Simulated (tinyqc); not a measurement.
Speciation in dilute and buffered hydrofluoric acid, oxide etch rate and bath loading. From one set of inputs to another, one input at a time. Computed by tinyqc, a small Python program. Command: `OMP_NUM_THREADS=1 python tinyqc.py 3120313 3120314 out.jsonl hfetch ladder`. One thread of a shared host (Intel(R) Xeon(R) Processor @ 2.30GHz), about 0.01 s of CPU time with the checks.

Concentrations stand for activities, NH4+ and Cl- are spectators, and water ionisation is neglected. H, F and HF2 denote the ions H+, F- and HF2-. The base temperature is 298 K.

The inputs printed are set A. Inputs not listed in the table keep their values of set A, so the rows need not describe a real material.

Inputs (values chosen for the exercise, of the order of those for thermal oxide at room temperature):

| quantity | value | unit |
|---|---|---|
| HF added | 1.2 | mol/L |
| NH4F added | 0 | mol/L |
| HCl added | 0.41 | mol/L |
| K1 = [H][F]/[HF] | 0.000664 | mol/L |
| K2 = [HF2]/([HF][F]) | 3.45 | L/mol |
| K3 = [H2F2]/[HF]^2 | 2.54 | L/mol |
| rate constant of neutral HF k_a | 9.6 | nm L/(min mol) |
| rate constant of HF2 k_b | 62 | nm L/(min mol) |
| activation energy | 0.41 | eV |
| temperature error | 2 | K |
| oxide removed per wafer | 55 | nm |

Constants: k_B = 8.617333262e-05 eV/K.

Method:
- Fluoride balance: [HF] + [F] + 2 [HF2] + 2 [H2F2] = HF added + NH4F added. Acid balance: [H] + [HF] + [HF2] + 2 [H2F2] = HF added + HCl added. For a trial [H], [HF] = [H][F]/K1, and the fluoride balance is a quadratic in [F].
- The root is refined to 1e-13 in pH = -log10 [H].
- Rate = k_a ([HF] + 2 [H2F2]) + k_b [HF2], an empirical two-term form.
- Time = oxide/rate; a temperature error changes the rate by exp((E_a/k_B)(1/298 - 1/(298 + error))) - 1.

Each row keeps all changes above it:

| input moved | from | to | pH | [HF2] (mol/L) | share of HF2 in the rate (%) |
|---|---|---|---|---|---|
| set A | - | - | 0.3856 | 0.000877 | 0.4709 |
| HCl added (mol/L) | 0.41 | 0 | 1.6085 | 0.014125 | 7.2836 |
| K1 = [H][F]/[HF] (mol/L) | 0.000664 | 0.00062 | 1.6232 | 0.013660 | 7.0535 |
| rate constant of neutral HF k_a (nm L/(min mol)) | 9.6 | 11 | 1.6232 | 0.013660 | 6.2116 |
| HF added (mol/L) | 1.2 | 0.039 | 2.3468 | 0.000417 | 6.4543 |
| K3 = [H2F2]/[HF]^2 (L/mol) | 2.54 | 2.71 | 2.3485 | 0.000413 | 6.3885 |
| K2 = [HF2]/([HF][F]) (L/mol) | 3.45 | 3.85 | 2.3466 | 0.000457 | 7.0385 |
| rate constant of HF2 k_b (nm L/(min mol)) | 62 | 70 | 2.3466 | 0.000457 | 7.8752 |

Which inputs carry the difference?

pH goes from 0.386 to 2.35, a factor 6.09 in all. The largest single move comes from HCl added (a factor 4.17). [HF2] goes from 8.77e-4 to 4.57e-4, a factor 0.521 in all. The largest single move comes from HF added (a factor 0.0305), and HCl added works against it (a factor 16.1). Share of HF2 in the rate goes from 0.471 to 7.88, a factor 16.7 in all. The largest single move comes from HCl added (a factor 15.5). The single moves hold for this order of the switches; the total does not depend on the order.

Extremes, crossings and ranges named in words are read from the listed rows.
